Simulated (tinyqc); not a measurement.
# Doping and voltage from widths and field

Question. In the depletion approximation an abrupt p-n junction has a triangular field: peak E = q Nd xn/(eps0 eps_r) = q Na xp/(eps0 eps_r), W = xn + xp, and Vbi - V = E W/2. Find Nd, Na and Vbi - V.

Parameters, values chosen for the exercise:
- eps_r = 8.98 (relative permittivity)

Constants: q = 1.602176634e-19 C, eps0 = 8.8541878128e-14 F/cm where lengths are in cm. Results are converted to the units shown.

W = 134.54419 nm
peak field = 250.59629 kV/cm
xn = 69.090257 nm

Solution. Gauss's law on each side gives its doping from the peak field and its width; the voltage is the area of the triangle.

Nd = 1.80e17 cm^-3
Na = 1.90e17 cm^-3
Vbi - V = 1.69 V

Computed by the program tinyqc: `OMP_NUM_THREADS=1 python tinyqc.py 2000146 2000147 out.jsonl`, one thread of a shared Intel Xeon 2.30GHz, about 0.02 s for the whole run.
